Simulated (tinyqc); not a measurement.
Crystallisation kinetics and data retention of a phase-change cell: two steps of the calculation.

Johnson-Mehl-Avrami-Kolmogorov law X = 1 - exp(-y^n), y = integral of k dt, k = (1/100 s) exp[-(Ec q/kB)(1/T - 1/T1)].

Inputs (values chosen for the exercise); values of the order of Ge-Sb-Te and related chalcogenides: activation energy of crystallisation Ec = 2 eV; temperature at which the rate k is 1/(100 s) T1 = 421 K; Avrami exponent n = 1.5; crystalline share at which the state is lost Xf = 0.3; storage temperature T = 352 K; heating rate b = 20 K/min; start of the ramp table Ta = 396 K; step of the table dT = 6 K; steps m = 10.

Constants: q = 1.602176634e-19 C, kB = 1.380649e-23 J/K. Results are converted to the units shown.

Problem 1. Retention. At fixed T the state fails at t = (-ln(1 - Xf))^(1/n)/k; ten years are 3.15576e8 s.

Find: k; y at failure; time to fail; the same in years; temperature for ten years.

Solution 1.

k = 2.0269e-7 1/s
y at failure = 0.50294
time to fail = 2.4813e6 s
the same in years = 0.078628
temperature for ten years = 327.90 K

The cell misses ten years at 352 K.

Problem 2. A heating ramp. T rises at the rate b. Start with y = k (kB Ta^2/(q Ec))/b, the integral from cold to Ta to leading order; over each step k is taken as exponential in T, so y gains (dT/b)(k2 - k1)/ln(k2/k1). dX/dt = n y^(n - 1) k exp(-y^n), listed as 0 once y^n exceeds 23.

Wanted: T; k; y; X; dX/dt.

Solution 2.

```
point,T (K),k (1/s),y,X,dX/dt (1/s)
0,396,3.080e-4,0.006243,4.931e-4,3.648e-5
1,402,7.386e-4,0.01510,0.001855,1.359e-4
2,408,0.001726,0.03605,0.006820,4.883e-4
3,414,0.003937,0.08431,0.02419,0.001673
4,420,0.008770,0.1929,0.08125,0.005309
5,426,0.01910,0.4318,0.2471,0.01417
6,432,0.04070,0.9457,0.6014,0.02367
7,438,0.08497,2.028,0.9444,0.01010
8,444,0.1739,4.263,0.9998,8.096e-5
9,450,0.3491,8.788,1.000,0
10,456,0.6881,17.78,1.000,0
```

Range of the model: One Arrhenius rate is assumed; incubation, growth from the boundary and the non-Arrhenius kinetics of the supercooled liquid are left out.

Numbers from tinyqc (`OMP_NUM_THREADS=1 python tinyqc.py 2490025 2490026 out.jsonl`; about 0.01 s on one thread of a shared Intel Xeon 2.30GHz).
